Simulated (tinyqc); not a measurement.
Van der Pauw, Hall and four-point-probe measurements on a doped layer: two steps of the calculation.

A uniform n-type layer with sheet resistance Rs = 1/(q ns mu), point contacts, low field (mu B small).

Parameters, values chosen for the exercise: Hall factor rH = 1.1; magnetic field B = 0.5 T; current I = 10 uA; thickness of the layer t = 78 nm.

Constants: q = 1.602176634e-19 C. Results are converted to the units shown.

Task 1. New z. The van der Pauw equation exp(-pi RA z) + exp(-pi RB z) = 1 is solved for z = 1/Rs: e1 = exp(-pi RA z), e2 = exp(-pi RB z), f = e1 + e2 - 1, f' = -pi (RA e1 + RB e2), z(new) = z - f/f'.

z after iteration 1 = 0.11873579 mS
RA = 686.37127 ohm
RB = 3863.8621 ohm

Give: e1; e2; f; f'; z after iteration 2.

Result 1.

e1 = 0.7741
e2 = 0.2366
f = 0.01074
f' = -4.541 kohm
z after iteration 2 = 0.1211 mS

Task 2. Sheet density, mobility and bulk values. Rs = 1/z; Hall sheet density B I/(q |VH|); Hall mobility |VH|/(Rs B I); true values ns = rH times the Hall density, mu = Hall mobility/rH; bulk density ns/t, resistivity Rs t; correction factor F = Rs/[(pi/ln 2)(RA + RB)/2].

converged z = 0.12112455 mS
VH = -0.28606917 mV
RA = 686.37127 ohm
RB = 3863.8621 ohm

Wanted: Rs; Hall sheet density; Hall mobility; ns; mu; bulk density; resistivity; F.

Result 2.

Rs = 8256 ohm/square
Hall sheet density = 1.091e13 cm^-2
Hall mobility = 69.30 cm^2/(V s)
ns = 1.200e13 cm^-2
mu = 63.00 cm^2/(V s)
bulk density = 1.538e18 cm^-3
resistivity = 0.06440 ohm cm
F = 0.8006

tinyqc, about 0.01 s, one thread, Intel Xeon 2.30GHz (shared host): `OMP_NUM_THREADS=1 python tinyqc.py 2850148 2850149 out.jsonl`
